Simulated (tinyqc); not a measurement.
Do the excited 1s states matter for ionisation? Model: valley-orbit splitting of a donor ground state, with strain. Computed by tinyqc, a small Python program. Command: `OMP_NUM_THREADS=1 python tinyqc.py 3001605 3001606 out.jsonl valleyorbit walk`. One thread of a shared host (Intel(R) Xeon(R) Processor @ 2.30GHz), about 0.01 s of CPU time with the checks.

The basis is the 1s envelope in each valley; energies are counted from the unstrained conduction-band edge. The strain is e_s (a a^T - 1/3) for the unit stress axis a, so valley j along n_j moves by Xi_u e_s w_j with w_j = (n_j.a)^2 - 1/3: +2/3 for [111], -2/9 for the others.

Inputs (values chosen for the exercise, for a model many-valley semiconductor):

| quantity | value | unit |
|---|---|---|
| single-valley binding energy E_0 | 10.3 | meV |
| central-cell shift Lambda | 0.16 | meV |
| coupling Delta_1 | 0.22 | meV |
| shear deformation potential Xi_u | 16.3 | eV |
| donor density N_D | 5.3e+15 | cm^-3 |
| density-of-states mass of one valley m_e | 0.223 | m_0 |

Valleys: four along <111>. Stress axis: [111].

Constants: k_B = 8.617333262e-05 eV/K; m_0 = 9.1093837015e-31 kg; k_B = 1.380649e-23 J/K; h = 6.62607015e-34 J s.

Method:
- By symmetry: E(A1) = E_0 + Lambda + 3 Delta_1 (one state), E(T2) = E_0 + Lambda - Delta_1 (three), as binding energies.
- H_jj = -(E_0 + Lambda) + Xi_u e_s w_j; H_jk = -Delta_1 between any two valleys.
- z = sum over levels of exp(-(E - E_ground)/k_B T), the ground-state share being 1/z; N_c = 2 (2 pi m_e k_B T/h^2)^(3/2) sum_j exp(-(shift_j - lowest shift)/k_B T); n1 = N_c/(2 z) exp(-binding/k_B T), binding = lowest shift - E_ground; without compensation n = 2 N_D/(1 + sqrt(1 + 4 N_D/n1)) (Boltzmann statistics; p and higher states left out).
- No strain here. The last two columns set z = 1, with the A1 depth, or use one level at E_0 with z equal to the number of valleys.

E(A1) = 11.12 meV

Ionised share:

| T (K) | z | all 1s states | ground state alone | no splitting |
|---|---|---|---|---|
| 6.5 | 1.6235 | 6.8399e-05 | 8.7150e-05 | 9.0601e-05 |
| 11.0 | 2.1856 | 5.0621e-03 | 7.4746e-03 | 5.7647e-03 |
| 16.0 | 2.5847 | 3.7908e-02 | 6.0232e-02 | 4.0959e-02 |
| 23.0 | 2.9244 | 1.5004e-01 | 2.4227e-01 | 1.5712e-01 |
| 32.0 | 3.1804 | 3.5376e-01 | 5.3510e-01 | 3.6330e-01 |
| 52.0 | 3.4651 | 7.0983e-01 | 8.7326e-01 | 7.1610e-01 |
| 86.0 | 3.6641 | 9.1093e-01 | 9.7230e-01 | 9.1262e-01 |

What does the comparison show, and why?

z grows from 1.623 to 3.66 of at most 4. Leaving out the excited states overstates the ionised share by up to 61.5 % (at 23.0 K); ignoring the splitting misses by a factor 1.32 at the lowest T and 1.00 at the highest.

Extremes, crossings and ranges named in words are read from the listed rows.
